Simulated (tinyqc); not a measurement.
# Floating body of a partially depleted SOI transistor: body voltage and kink: two studies

Source at 0 V. Channel current Ic = 2 nf K Vt^2 [F(0) - F(Vd)](1 + la Vd), F(V) = ln^2(1 + exp((Vg - VT - nf V)/(2 nf Vt))), VT = VT0 - gb Vb. Saturation voltage Vs = 2 Vt sqrt(F(0)) + 3 Vt, excess Ve = (Vd - Vs + sqrt((Vd - Vs)^2 + 0.0004 V^2))/2, multiplication M1 = Ai Ve exp(-Bl/Ve). Each junction passes D(v) = J1 (exp(v/Vt) - 1) + J2 (exp(v/(2 Vt)) - 1). Bipolar current Ib = bb J1 (exp(Vb/Vt) - 1). The body settles where M1 (Ic + Ib) = D(Vb) + D(Vb - Vd) + Vb/Rb; drain current Id = (1 + M1)(Ic + Ib) - D(Vb - Vd).

Parameters, values chosen for the exercise; values of the order met in partially depleted silicon-on-insulator transistors:
```
symbol,value,unit,meaning
T,300,K,temperature
VT0,0.44,V,threshold at zero body voltage
gb,0.3,,fall of the threshold per volt of body voltage
nf,1.38,,slope factor
K,410,uA/(V^2 um),gain factor per width
la,0.02,1/V,channel-length modulation factor
Ai,3.73,1/V,impact-ionisation prefactor
Bl,4.5,V,impact-ionisation voltage
J1,2.7e-13,uA/um,diffusion saturation current of each junction
J2,9.4e-9,uA/um,recombination saturation current of each junction
bb,0,,gain of the lateral bipolar transistor on the diffusion current
Rb,1e9,kohm um,"resistance of a weak body tie to the source (1e9 stands for no tie, and the term is then dropped)"
Vg,0.96,V,gate voltage
Vd,2.3,V,drain voltage
```

Constants: q = 1.602176634e-19 C, kB = 1.380649e-23 J/K, Vt = kB T/q. Results are converted to the units shown.

Each table varies one quantity; the others keep the values above.

## Output curve and kink

Rows with more than one solution for Vb (latch) are left out; dId/dVd by a forward difference over 1e-4 V, swing = 1e-4 V over the change of log10 Id; M1 under 1e-12 is printed as 0.

Output curve and kink:

| Vd (V) | Vb (V) | M1 | Id, floating (uA/um) | Id, grounded (uA/um) | ratio | dId/dVd, floating (uS/um) | dId/dVd, grounded (uS/um) |
|---|---|---|---|---|---|---|---|
| 1 | 0.5837 | 3.384e-5 | 73.21 | 41.00 | 1.786 | 48.04 | 1.175 |
| 1.16 | 0.6704 | 6.768e-4 | 79.10 | 41.29 | 1.916 | 28.96 | 2.732 |
| 1.32 | 0.7226 | 0.004619 | 83.15 | 41.97 | 1.981 | 23.14 | 6.088 |
| 1.48 | 0.7578 | 0.01725 | 86.90 | 43.33 | 2.005 | 24.83 | 11.18 |
| 1.64 | 0.7834 | 0.04505 | 91.40 | 45.62 | 2.004 | 32.24 | 17.57 |
| 1.8 | 0.8029 | 0.09368 | 97.44 | 49.00 | 1.989 | 43.84 | 24.75 |

What does the comparison show?

Vb rises from 0.584 to 0.803 V and the ratio of the currents goes from 1.79 through a maximum of 2.01 (at Vd = 1.48 V among the rows listed) to 1.99. The output conductance with a floating body exceeds the grounded value by the largest factor among the rows, 40.9, at Vd = 1 V, where Vb = 0.584 V and M1 = 3.38e-5.

## Transfer curve and swing

Same model as above.

Results:

| Vg (V) | Vb (V) | M1 | Id, floating (uA/um) | Id, grounded (uA/um) | ratio | swing, floating (mV/decade) | swing, grounded (mV/decade) |
|---|---|---|---|---|---|---|---|
| -0.01 | 0.4921 | 1.093 | 3.404e-4 | 5.510e-6 | 61.78 | 54.90 | 82.36 |
| 0.09 | 0.6170 | 1.087 | 0.01476 | 9.023e-5 | 163.5 | 66.59 | 82.47 |
| 0.19 | 0.7017 | 1.060 | 0.3361 | 0.001454 | 231.2 | 84.99 | 83.42 |
| 0.29 | 0.7580 | 0.9908 | 2.981 | 0.02192 | 136.0 | 137.7 | 87.16 |
| 0.39 | 0.7903 | 0.8961 | 10.87 | 0.2650 | 41.02 | 232.8 | 100.6 |
| 0.59 | 0.8217 | 0.7053 | 41.72 | 7.507 | 5.557 | 495.8 | 213.2 |
| 0.69 | 0.8302 | 0.6183 | 62.64 | 18.15 | 3.451 | 645.1 | 320.0 |
| 0.79 | 0.8361 | 0.5374 | 86.24 | 33.34 | 2.586 | 801.9 | 447.1 |

Estimate the missing row, Vg = 0.49 V.

Computed row:

| Vg (V) | Vb (V) | M1 | Id, floating (uA/um) | Id, grounded (uA/um) | ratio | swing, floating (mV/decade) | swing, grounded (mV/decade) |
|---|---|---|---|---|---|---|---|
| 0.49 | 0.8094 | 0.7984 | 24.15 | 1.938 | 12.46 | 356.4 | 138.5 |

With this row back in the table: Vb rises from 0.492 to 0.836 V. The smallest swing among the rows is 54.9 mV a decade with a floating body (at Vg = -0.01 V) and 82.4 with a grounded one; Vt ln 10 = 59.5. The floating swing is smaller by more than 3 % for Vg = -0.01, 0.09 V, where the rising Vb lowers the threshold as Vg rises. In the first row the floating body raises the current by a factor of 61.8.

Range of the model: The multiplication law is an empirical form chosen for the exercise; self-heating and capacitive coupling to the body are left out, and the linear laws are rough once Vb passes about 0.7 V or M1 about 0.1.

Computed by the program tinyqc: `OMP_NUM_THREADS=1 python tinyqc.py 2182156 2182157 out.jsonl`, one thread of a shared Intel Xeon 2.30GHz, about 0.2 s for the whole run.
